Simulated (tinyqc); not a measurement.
Keating valence-force model of a tetrahedral crystal: one step, computed by the program tinyqc. Command: `OMP_NUM_THREADS=1 python tinyqc.py 3020461 3020462 out.jsonl keating walk`. One thread of a shared host (Intel(R) Xeon(R) Processor @ 2.30GHz), about 0.04 s of CPU time with the checks.

Atom A sits at 0 and atom B at a/4 (1,1,1) of an fcc lattice; the four bonds from A are t = a/4 (1,1,1), a/4 (1,-1,-1), a/4 (-1,1,-1), a/4 (-1,-1,1), of length d = sqrt(3) a/4. Energy: E = (3 alpha/(8 d^2)) sum over bonds (r.r - d^2)^2 + (3 beta/(8 d^2)) sum over pairs of bonds at one atom (r_i.r_j + d^2/3)^2, with beta_A for the six pairs at A and beta_B for the six at B. The cell holds two atoms, Omega = a^3/4. 1 N/m = 1 J/m^2. With constants fitted to the elastic moduli this model puts optical and zone-boundary frequencies of real crystals too high, by up to about 20 % in elemental crystals and up to about 50 % in compounds, and mostly by more for TA modes; in compounds the lattice part of the static dielectric constant then comes out too low.

Task: Frequencies at the zone boundary. With displacements u exp(i q.r), each bracket changes by g.u, where g = (g_A, g_B): bond t, g = (-2 t, 2 t exp(i q.t)); pair (i, j) at A, g = (-(t_i + t_j), t_i exp(i q.t_j) + t_j exp(i q.t_i)); pair at B, g = (-t_i exp(-i q.t_j) - t_j exp(-i q.t_i), t_i + t_j). Then D_mn = sum over the 4 bonds and 12 pairs of (4 k/a^2) conj(g_m) g_n / sqrt(M_m M_n), with k = alpha or beta converted to eV/angstrom^2. Only the short-range forces enter; the Coulomb field of the charges is left out. An eigenvalue lambda of D in eV/(angstrom^2 u) gives nu = 15.6333042 THz x sqrt(lambda).

Inputs (values chosen for the exercise, modelled on cubic gallium nitride):

| quantity | value | unit |
|---|---|---|
| mass M_A | 69.72 | u |
| mass M_B | 14.007 | u |
| bond stretching alpha | 80.4 | N/m |
| bond bending beta_A | 16.3 | N/m |
| bond bending beta_B | 16.3 | N/m |

Structure: zinc blende.

Constants: nu for 1 eV/(angstrom^2 u) = 15.6333042 THz; 1 eV/angstrom^2 = 16.02176634 J/m^2.

Give: Frequencies (THz) at points given in 2 pi/a.

Result:

Frequencies (THz) at points given in 2 pi/a:

| point | nu 1 | nu 2 | nu 3 | nu 4 | nu 5 | nu 6 |
|---|---|---|---|---|---|---|
| X (1, 0, 0) | 6.572 | 6.572 | 9.945 | 21.51 | 21.51 | 22.19 |
| L (0.5, 0.5, 0.5) | 4.773 | 4.773 | 9.636 | 21.84 | 21.98 | 21.98 |
| W (1, 0.5, 0) | 7.019 | 7.484 | 9.199 | 20.52 | 21.54 | 22.97 |
| K (0.75, 0.75, 0) | 6.124 | 7.726 | 9.358 | 20.67 | 21.64 | 22.82 |

At X the two longitudinal modes are split (9.94 and 22.19 THz) because each moves one sublattice alone.
